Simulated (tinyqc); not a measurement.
Chemically amplified photoresist: aerial image, acid generation, bake, development and line width: one step, computed by the program tinyqc. Command: `OMP_NUM_THREADS=1 python tinyqc.py 3001395 3001396 out.jsonl resist walk`. One thread of a shared host (Intel(R) Xeon(R) Processor @ 2.30GHz), about 0.03 s of CPU time with the checks.

Lines and spaces of pitch p with a two-beam-like image; x = 0 is the middle of the bright space. The resist is positive and treated as uniform in depth.

Task: Space width and dose latitude. Dose E(x) = E [1 + c cos(2 pi x/p)]; acid h = 1 - exp(-C E(x)). Bake: the acid image is blurred by a Gaussian of variance sigma^2 = 2 D t (each Fourier term k of h, taken on 64 points, is multiplied by exp(-4 pi^2 k^2 D t/p^2)). The quencher then removes q, h_eff = max(h_blurred - q, 0); protection m = exp(-k_amp t h_eff). Mack rate r = r_max (a + 1)(1 - m)^n/(a + (1 - m)^n) + r_min, a = ((n + 1)/(n - 1))(1 - m_th)^n. Edge: vertical development clears the film where r t_d >= d; the space width is twice the x where r = d/t_d. Dose sensitivity = d ln(width)/d ln E from widths at 1.005 E and E/1.005; image log-slope at the edge = |d ln E/dx|, normalised by the width (NILS); latitude for 10 % of width = 10 %/sensitivity.

Inputs (values chosen for the exercise, for a model resist at 13.5 nm): pitch p = 33 nm; image contrast c = 0.51; mean dose E = 22.2 mJ/cm^2; Dill parameter C = 0.038 cm^2/mJ; quencher load q, relative to the acid generator = 0.2; acid diffusivity D = 0.17 nm^2/s; bake time t = 45 s; amplification rate k_amp = 0.026 1/s; threshold protection m_th = 0.54; development selectivity n = 20; largest rate r_max = 440 nm/s; smallest rate r_min = 0.11 nm/s; resist thickness d = 31 nm; development time t_d = 60 s.

Give: space width; dose sensitivity; NILS; dose latitude.

Result:

space width = 17.892 nm

dose sensitivity = 1.3850

NILS = 1.8465

dose latitude = 7.2204 %

At the same width a resist without blur would give a sensitivity 2/NILS = 1.083; the blur multiplies it by 1.28. Caution: lateral development, standing waves and the joint diffusion of acid and quencher are left out, so widths are indicative.
